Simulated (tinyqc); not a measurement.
Changing the longitudinal mass m_l: donor in an ellipsoidal valley (Kohn-Luttinger variational method). Computed by tinyqc, a small Python program. Command: `OMP_NUM_THREADS=1 python tinyqc.py 3021851 3021852 out.jsonl kohnlutt sweep`. One thread of a shared host (Intel(R) Xeon(R) Processor @ 2.30GHz), about 0.1 s of CPU time with the checks.

H = -(d^2/dx^2 + d^2/dy^2) - gamma d^2/dz^2 - 2/r in units built on m_t, with gamma = m_t/m_l and z along the valley axis. One valley; no valley-orbit or central-cell term.

Inputs (values chosen for the exercise, for a model semiconductor): transverse mass m_t = 0.307 m_0; dielectric constant eps = 12.9.

Constants: Ry = 13.605693123 eV; a_0 = 0.529177210903 angstrom.

Method:
- Ry* = Ry m_t/eps^2, a* = a_0 eps/m_t, gamma = m_t/m_l.
- Trial function exp(-sqrt((x^2 + y^2)/a^2 + z^2/b^2)) with beta = b/a < 1: E = t/a^2 - u/a, t = (2 + gamma/beta^2)/3, u = 2 arcsin(sqrt(1 - beta^2))/sqrt(1 - beta^2); the best a is 2 t/u and E(beta) = -u^2/(4 t).
- Golden-section search on beta from 0.05 to 0.999, 60 steps.
- Gaussian basis: g = P exp(-al (x^2 + y^2) - be z^2) with P = 1 (s-like), z (2p0) or x (2p+-); al = 0.004 x 2.6^k, k = 0..11, and be/al = 1, gamma^(-1/2) or 1/gamma (36 functions); 1/r = (2/sqrt(pi)) int exp(-t^2 r^2) dt by 48 Gauss-Legendre points after t = sqrt(al_i + al_j) tan(theta); overlap eigenvalues below 1e-10 are dropped.

One run for each value:

| longitudinal mass m_l (m_0) | 1s binding energy, trial function (meV) | 2p0 binding energy (meV) | 2p+- binding energy (meV) | best beta | 1s binding energy, Gaussian basis (meV) |
|---|---|---|---|---|---|
| 0.37 | 26.682 | 7.008 | 6.5071 | 0.93561 | 26.682 |
| 0.57 | 30.482 | 8.946 | 7.0268 | 0.80264 | 30.487 |
| 0.89 | 34.554 | 11.313 | 7.5306 | 0.68603 | 34.574 |
| 1.40 | 38.788 | 14.108 | 8.0039 | 0.58542 | 38.836 |
| 2.10 | 42.603 | 16.934 | 8.3915 | 0.50835 | 42.692 |
| 3.30 | 46.821 | 20.422 | 8.7820 | 0.43467 | 46.979 |
| 5.10 | 50.795 | 24.074 | 9.1166 | 0.37409 | 51.042 |
| 7.90 | 54.654 | 27.978 | 9.4129 | 0.32189 | 55.014 |
| 12.00 | 58.177 | 31.860 | 9.6601 | 0.27899 | 58.663 |

Over the rows, 1s binding energy, trial function (meV) rises from 26.7 to 58.2 (exponent d ln y / d ln x 0.31 between the first rows and 0.15 between the last); 2p0 binding energy (meV) rises from 7.01 to 31.9 (exponent d ln y / d ln x 0.57 between the first rows and 0.31 between the last); 2p+- binding energy (meV) rises from 6.51 to 9.66 (exponent d ln y / d ln x 0.18 between the first rows and 0.062 between the last).

Caution (rows 5.10, 7.90, 12.0): the short radius is only a few bond lengths, so the envelope approximation is rough.

Extremes, crossings and ranges named in words are read from the listed rows.
